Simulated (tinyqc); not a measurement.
Inside a calculation: nanosheet or nanowire with hard walls, valleys of the Ge type. Values are carried at full precision from step to step, so a last printed digit may differ when a step is redone from the rounded ones.

Four ellipsoidal valleys along <111>: inverse mass tensor w = 1/mt + (1/ml - 1/mt) a a^T with a the unit axis. Device axes: x along the channel, z = [001], y = z x x. The Gamma and Delta valleys are left out; the heavy Delta valleys, about 0.18 eV up, lie lowest once the L levels pass about 0.2 eV.

Constants: hbar^2/2m0 = 3.80998211 eV angstrom^2; hbar = 6.58211957e-16 eV s; e^2/h = 3.874045865e-05 S; kB = 8.617333262e-05 eV/K.

Parameters, chosen for this exercise (near those of Ge; shifted at random, so the results belong to these values and not to a real crystal):
```
symbol   value  unit      meaning
ml       1.614  m0        longitudinal mass
mt       0.083  m0        transverse mass
channel  100              transport direction x on a (001) wafer
W        40     angstrom  width, along y
H        52     angstrom  height, along z = [001]
dE       0.094  eV        EF above the lowest subband edge
T        300    K         temperature
g_all    4                number of valleys
```

## Valley masses for a [100] channel

Rotate w into the device axes and group equal valleys (|w_yz| counts); order by w_zz, then w_yy. 1/m_x = w_xx - w_xc w_c^-1 w_cx with c the block (y, z).

Valleys:
```
group  valleys g    w_yy    w_zz  |w_yz|  m_x (m0)
A              4  8.2387  8.2387  3.8095    0.5933
```

The lightest transport mass, 0.593 m0, belongs to group A.

## One-dimensional subbands

Hard walls around a W x H rectangle. The block w_c of w in (y, z) confines; the transport mass follows from 1/m_x = w_xx - w_xc w_c^-1 w_cx. The cross-section problem c (w_yy ky^2 + 2 w_yz ky kz + w_zz kz^2), c = hbar^2/2m0, is solved in products sin(n pi y/W) sin(l pi z/H), n, l = 1 to 12; if w_yz = 0 the levels are c pi^2 (w_yy n^2/W^2 + w_zz l^2/H^2). The w_yz term couples (n, l) to (n', l') by -2 c w_yz D_nn'(W) D_ll'(H) with D_nm(L) = 4 n m/(L (n^2 - m^2)) for n + m odd and 0 otherwise.

The ten lowest levels of all groups together, numbered within each group.

Subbands:
```
label  valleys g  m_x (m0)  E (eV)
A1             4    0.5933  0.2951
A2             4    0.5933  0.5807
A3             4    0.5933  0.8927
A4             4    0.5933  0.9654
A5             4    0.5933  1.2994
A6             4    0.5933  1.4154
A7             4    0.5933  1.8352
A8             4    0.5933  1.9288
A9             4    0.5933  1.9733
A10            4    0.5933  2.2557
```

The lowest subband is A1; the number of further ones in the list within kB T = 25.9 meV of it at 300 K is 0.

## Modes, density and velocity at zero temperature

With EF = E_lowest + dE, each subband below EF has k_F = sqrt(m_x (EF - E)/c), carries n = 2 g k_F/pi electrons per length (spin included), moves at v = 2 c k_F/(hbar m_x) and adds 2 g e^2/h to the ballistic conductance; c = hbar^2/2m0, 1 angstrom/s = 1e-8 cm/s.

Occupied subbands:
```
label  k_F (1/angstrom)  n (1/nm)  v (1e7 cm/s)
A1               0.1210     3.081          2.36
```

total n = 3.081 1/nm
ballistic conductance = 309.9 microsiemens

EF lies below the last listed level, so the count is complete for these valleys (other families, and non-parabolicity above about 0.2 eV, are left out): 1 subband with 4 valley modes. The Fermi velocity, averaged with the densities as weights, is 2.36 x 1e7 cm/s; the mean over all filled states moving one way is half of it.

## Threshold shift from confinement

Without degeneracy the line density is N1 exp((EF - Ec)/kB T) with N1 = sum 2 g sqrt(m_x kB T/(4 pi c)) exp(-E/kB T), here over n, l up to 80 where w_yz = 0 and over all levels of a 12 x 12 sine basis otherwise; the classical value is W H Nc with Nc = 2 g_all (m_dos kB T/(4 pi c))^(3/2), m_dos = (ml mt^2)^(1/3); dVt = kB T ln(W H Nc/N1).

Form N1, W H Nc and dVt.

N1 = 1.579e-05 1/nm
W H Nc = 0.2202 1/nm
dVt = 246.7 mV

## Checks

- Lowest level of group A on a 40 x 40 difference grid against the sine basis, eV: both 0.295.

Run: tinyqc, `OMP_NUM_THREADS=1 python tinyqc.py 1250383 1250384 out.jsonl`; Intel(R) Xeon(R) Processor @ 2.30GHz, one thread, shared host; about 0.1 s of CPU time with all checks.
